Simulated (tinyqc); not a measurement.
# Worked calculation: ellipsometry and reflectance of a transparent film on an absorbing substrate

Numbers from tinyqc (`OMP_NUM_THREADS=1 python tinyqc.py 2870215 2870216 out.jsonl`; about 0.3 s on one thread of a shared Intel Xeon 2.30GHz). Printed values are rounded.

Air (index 1), film, substrate with N2 = n2 - i k2; time factor exp(+i w t). q_j = sqrt(N_j^2 - sin^2 th), root with positive real part. Fresnel coefficients r_s = (q_a - q_b)/(q_a + q_b), r_p = (N_b^2 q_a - N_a^2 q_b)/(N_b^2 q_a + N_a^2 q_b). tan(Psi) exp(i Delta) = R_p/R_s, Delta taken from 0 to 360 degrees.

Values chosen for this exercise; indices close to those of hafnium oxide on silicon:

| symbol | value | unit | meaning |
|---|---|---|---|
| lam | 632.8 | nm | wavelength |
| th | 70 | degrees | angle of incidence |
| n1 | 2.041 |  | index of the transparent film |
| d | 200 | nm | film thickness |
| n2 | 3.882 |  | index of the substrate |
| k2 | 0.019 |  | extinction coefficient of the substrate |

## Interface coefficients and thickness period

q0, q1, q2 and the coefficients r01 and r12 for p and s; the results repeat in d with the period lam/(2 q1).

q0 = 0.342020
q1 = 1.81181
q2 = 3.76655-0.01958i
r01,p = -0.119591
r01,s = -0.682408
r12,p = 0.270127-0.002127i
r12,s = -0.350423+0.002280i
period = 174.632 nm

## Psi, Delta and reflectances

beta = 2 pi d q1/lam, X = exp(-2 i beta), R = (r01 + r12 X)/(1 + r01 r12 X) for p and s.

beta = 3.59796 rad
X = 0.611585-0.791179i
R_p = 0.039029-0.220332i
R_s = -0.799927+0.110512i
Psi = 15.4878 degrees
Delta = 107.911 degrees
|R_p|^2 = 0.0500694
|R_s|^2 = 0.652096

The bare substrate gives Psi = 10.57 and Delta = 179.23 degrees.
